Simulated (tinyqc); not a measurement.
Inside a calculation. Method: plane-wave Kohn-Sham cycle with exchange-only LDA in a layered model solid. One step of it, computed by the program tinyqc.

Question. Iteration 2: Hamiltonian at one k. H(m,m') = (k + G_m)^2/2 delta + V(G_m - G_m'), with V(-G) = V(G).

A solid whose potential varies along x alone (atomic units):
```
parameter                      value
period a                   13.000000
cross-section of the cell  40.000000
electrons per cell                 2
grid points                       16
plane waves -n..n, n               3
k points                           2
V1 in V1 cos(2 pi x/a)     -0.270000
V2 in V2 cos(4 pi x/a)     -0.240000
```

V(G_m), m = 0, 1, 2, ... (hartree): -0.146504  -0.065450  -0.116874  -0.001080  0.000045  0.000391  0.000172

k = 0.250000 2 pi / a

Give: H.

Answer.

H (hartree), lower triangle:
```
         -3       -2       -1       +0       +1       +2      +3
-3   0.7368
-2  -0.0654   0.2112
-1  -0.1169  -0.0654  -0.0808
+0  -0.0011  -0.1169  -0.0654  -0.1392
+1   0.0000  -0.0011  -0.1169  -0.0654   0.0360
+2   0.0004   0.0000  -0.0011  -0.1169  -0.0654   0.4448
+3   0.0002   0.0004   0.0000  -0.0011  -0.1169  -0.0654  1.0872
```
